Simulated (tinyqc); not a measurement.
# Changing the initial oxide x_i

Model: Deal-Grove kinetics of thermal oxidation of silicon. Computed by tinyqc, a small Python program. Command: `OMP_NUM_THREADS=1 python tinyqc.py 3029149 3029150 out.jsonl oxide sweep`. One thread of a shared host (Intel(R) Xeon(R) Processor @ 2.30GHz), about 0.1 s of CPU time with the checks.

Oxidant diffuses through the oxide and reacts at the interface, so that dx/dt = B/(A + 2x) for the oxide thickness x.

Inputs (values chosen for the exercise, close to those used for silicon):
```
quantity                       value    unit
prefactor B0                     432  um^2/h
activation energy E_B           0.78      eV
prefactor (B/A)0            1.52e+08    um/h
activation energy E_A           2.06      eV
temperature T                   1075       C
oxidant pressure p                 2     atm
pressure exponent m of B/A         1       -
time t                           1.7       h
```

Ambient: steam. Surface: (111).

Constants: k_B = 8.617333262e-05 eV/K.

Method:
- B = B0 p exp(-E_B/(k_B T)), B/A = (B/A)0 p^m exp(-E_A/(k_B T)), p in atm; A = B/(B/A).
- Temperatures in kelvin are T(C) + 273.15.
- tau = (x_i^2 + A x_i)/B and x = (A/2) [sqrt(1 + 4 B (t + tau)/A^2) - 1], the root of x^2 + A x = B (t + tau).
- Silicon consumed is 0.44 times the oxide grown; the rate is B/(A + 2x).

One run for each value:
```
initial oxide x_i (um)  oxide thickness x (um)  silicon consumed (um)     tau (h)
0.002                                   1.2515                0.54979  3.3421e-04
0.0047                                  1.2517                0.54868  7.9750e-04
0.011                                   1.2521                0.54610  1.9326e-03
0.026                                   1.2533                0.54002  4.9398e-03
0.061                                   1.2567                0.52612  1.3625e-02
0.14                                    1.2677                0.49618  4.1818e-02
0.34                                    1.3151                0.42904  1.6640e-01
0.8                                     1.5161                0.31510  7.4245e-01
```

Over the rows, oxide thickness x (um) rises from 1.25 to 1.52 (exponent d ln y / d ln x 1.7e-4 between the first rows and 0.17 between the last); silicon consumed (um) falls from 0.550 to 0.315 (exponent d ln y / d ln x -0.0024 between the first rows and -0.36 between the last); tau (h) rises from 3.34e-4 to 0.742 (exponent d ln y / d ln x 1.0 between the first rows and 1.7 between the last). The oxide grown, x - x_i, falls from 1.25 to 0.716 um: an existing film lengthens the diffusion path.
